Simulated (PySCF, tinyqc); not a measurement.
Worked calculation: MP2 on RHF in the sto-6g basis, for H4, spin multiplicity 1. The lowest restricted solution is unstable here: a spin-polarised one lies 0.0288 hartree lower (PySCF). One step of it, computed by the program tinyqc.

Task: Second-order Moller-Plesset energy. E2 = sum_ijab (ia|jb) [2 (ia|jb) - (ib|ja)] / (e_i + e_j - e_a - e_b) over occupied i, j and virtual a, b; the opposite-spin part is (ia|jb)^2 / denominator, the rest is same-spin, and SCS-MP2 scales them by 6/5 and 1/3.

orbital energies (hartree): MO1 -0.532994, MO2 -0.337783, MO3 0.189154, MO4 0.580832

Two-electron integrals over orbitals (pq|rs), unique and non-zero (hartree):
```
(11|11) 0.457410    (21|21) 0.152281    (22|11) 0.395020    (22|22) 0.415416
(31|11) -0.079036   (31|22) 0.015452    (31|31) 0.109522    (32|21) 0.094665
(32|32) 0.144169    (33|11) 0.403038    (33|22) 0.412705    (33|31) 0.004735
(33|33) 0.427791    (41|21) 0.042451    (41|32) -0.061589   (41|41) 0.103937
(42|11) 0.080433    (42|22) -0.006281   (42|31) -0.103501   (42|33) -0.008293
(42|42) 0.108653    (43|21) -0.149459   (43|32) -0.097652   (43|41) -0.041000
(43|43) 0.160035    (44|11) 0.477654    (44|22) 0.417633    (44|31) -0.081634
(44|33) 0.429533    (44|42) 0.087002    (44|44) 0.521017
```

Hartree-Fock energy = -1.99727850 hartree

Give: Terms; Pair energies; MP2 correlation energy; SCS-MP2 correlation energy; MP2 total energy.

Result:

Terms:

| i | j | a | b | (ia\|jb) | (ib\|ja) | denominator | term |
|---|---|---|---|---|---|---|---|
| 2 | 2 | 3 | 3 | 0.1442 | 0.1442 | -1.0539 | -0.0197 |
| 1 | 2 | 3 | 4 | -0.1035 | -0.0616 | -1.6408 | -0.0092 |
| 2 | 1 | 4 | 3 | -0.1035 | -0.0616 | -1.6408 | -0.0092 |
| 1 | 1 | 3 | 3 | 0.1095 | 0.1095 | -1.4443 | -0.0083 |
| 2 | 2 | 4 | 4 | 0.1087 | 0.1087 | -1.8372 | -0.0064 |
| 1 | 1 | 4 | 4 | 0.1039 | 0.1039 | -2.2277 | -0.0048 |
| 1 | 2 | 4 | 3 | -0.0616 | -0.1035 | -1.6408 | -0.0007 |
| 2 | 1 | 3 | 4 | -0.0616 | -0.1035 | -1.6408 | -0.0007 |

Pair energies (hartree; pair i-j sums ij and ji):

| pair | opposite spin | same spin |
|---|---|---|
| 1-1 | -0.0132 | 0.0000 |
| 2-1 | -0.0177 | -0.0021 |
| 2-2 | -0.0261 | 0.0000 |

MP2 correlation energy = -0.059125 hartree

SCS-MP2 correlation energy = -0.069095 hartree

MP2 total energy = -2.056404 hartree
